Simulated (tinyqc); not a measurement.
## Ballast resistance and gain from the on-state line

Problem. At high current V = BV (1 + be)^(-1/n) + I Ro. Find Ro, the intercept and be.

Parameters, values chosen for the exercise:

| symbol | value | unit | meaning |
|---|---|---|---|
| BV | 12 | V | junction breakdown voltage |
| n | 2.8 |  | exponent of the multiplication |

V at I = 3.8 and 7.5 mA/um (V): [5.4763035, 5.8463035]

Answer. The slope is Ro; the intercept over BV is (1 + be)^(-1/n).

Ro = 100.0 ohm um
intercept = 5.096 V
be = 10.00

tinyqc, about 0.01 s, one thread, Intel Xeon 2.30GHz (shared host): `OMP_NUM_THREADS=1 python tinyqc.py 2670002 2670003 out.jsonl`
